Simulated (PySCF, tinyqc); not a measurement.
Inside a calculation. Method: MP2 on RHF in the sto-3g basis, frozen core, for Li-, spin multiplicity 1. The basis has no diffuse functions, so it cannot describe the extra electron: this is an exercise in the method, not the real anion. The lowest restricted solution is unstable here: a spin-polarised one lies 0.0041 hartree lower (PySCF). One step of it, computed by the program tinyqc.

Question. Second-order Moller-Plesset energy. E2 = sum_ijab (ia|jb) [2 (ia|jb) - (ib|ja)] / (e_i + e_j - e_a - e_b) over occupied i, j and virtual a, b; the opposite-spin part is (ia|jb)^2 / denominator, the rest is same-spin, and SCS-MP2 scales them by 6/5 and 1/3.

orbital energies (hartree): MO1 -1.968602, MO2 0.102253, MO3 0.415796, MO4 0.415796, MO5 0.415796

Two-electron integrals over orbitals (pq|rs), unique and non-zero (hartree); the lowest 1 orbital is frozen and left out:
```
(22|22) 0.282425   (32|32) 0.060790   (33|22) 0.285670   (33|33) 0.312946
(42|42) 0.060790   (43|43) 0.016869   (44|22) 0.285670   (44|33) 0.279207
(44|44) 0.312946   (52|52) 0.060790   (53|53) 0.016869   (54|54) 0.016869
(55|22) 0.285670   (55|33) 0.279207   (55|44) 0.279207   (55|55) 0.312946
```

Hartree-Fock energy = -7.21327332 hartree

Give: Terms; Pair energies; MP2 correlation energy; SCS-MP2 correlation energy; MP2 total energy.

Answer.

Terms:

| i | j | a | b | (ia\|jb) | (ib\|ja) | denominator | term |
|---|---|---|---|---|---|---|---|
| 2 | 2 | 4 | 4 | 0.0608 | 0.0608 | -0.6271 | -0.0059 |
| 2 | 2 | 5 | 5 | 0.0608 | 0.0608 | -0.6271 | -0.0059 |
| 2 | 2 | 3 | 3 | 0.0608 | 0.0608 | -0.6271 | -0.0059 |

Pair energies (hartree; pair i-j sums ij and ji):

| pair | opposite spin | same spin |
|---|---|---|
| 2-2 | -0.0177 | 0.0000 |

MP2 correlation energy = -0.017679 hartree

SCS-MP2 correlation energy = -0.021215 hartree

MP2 total energy = -7.230952 hartree
